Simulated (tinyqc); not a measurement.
Hole mobility in a silicon inversion layer, empirical terms and Matthiessen rule: one step of the calculation.

Inversion layer of sheet density Ns on a uniformly doped body. The mobility terms are empirical power laws with prefactors chosen for the exercise; adding their inverses (Matthiessen) is itself an approximation.

Question. Inversion density for the measured current. I = (W/L) q Ns mu Vd. E = q (Ndep + eta Ns)/(eps0 eps_r) in MV/cm. With t = T/(300 K): muC = Ac (Ns/1e12 cm^-2) t/(Nb/1e17 cm^-3 + Nit/1e11 cm^-2), muP = Ap E^(-1/3) t^(-1.75), muS = As E^(-gs); 1/mu is the sum of the inverses. Ns(new) = I/((W/L) q mu Vd).

Inputs (values chosen for the exercise); material values close to those of silicon:

| symbol | value | unit | meaning |
|---|---|---|---|
| T | 300 | K | temperature |
| eps_r | 11.8 |  | relative permittivity of the semiconductor |
| Nb | 1.8e18 | cm^-3 | body doping |
| eta | 0.3333 |  | weight of the inversion charge in the effective field |
| Ap | 140 | cm^2/(V s) | phonon-limited mobility at 1 MV/cm and 300 K |
| As | 511 | cm^2/(V s) | roughness-limited mobility at 1 MV/cm |
| gs | 1.3 |  | exponent of the roughness term |
| Ac | 1600 | cm^2/(V s) | Coulomb prefactor |
| Nit | 1e12 | cm^-2 | charge at the interface |
| WL | 20 |  | ratio W/L |
| Vd | 0.01 | V | drain voltage |
| I | 25.6 | uA | measured linear current |

Constants: q = 1.602176634e-19 C, eps0 = 8.8541878128e-14 F/cm where lengths are in cm. Results are converted to the units shown.

Ns after iteration 1 = 9.9803526e12 cm^-2
Ndep = 4.7693936e12 cm^-2

Give: E; mu; Ns after iteration 2.

Answer.

E = 1.2415 MV/cm
mu = 83.176 cm^2/(V s)
Ns after iteration 2 = 9.6051e12 cm^-2

tinyqc, about 0.01 s, one thread, Intel Xeon 2.30GHz (shared host): `OMP_NUM_THREADS=1 python tinyqc.py 2510073 2510074 out.jsonl`
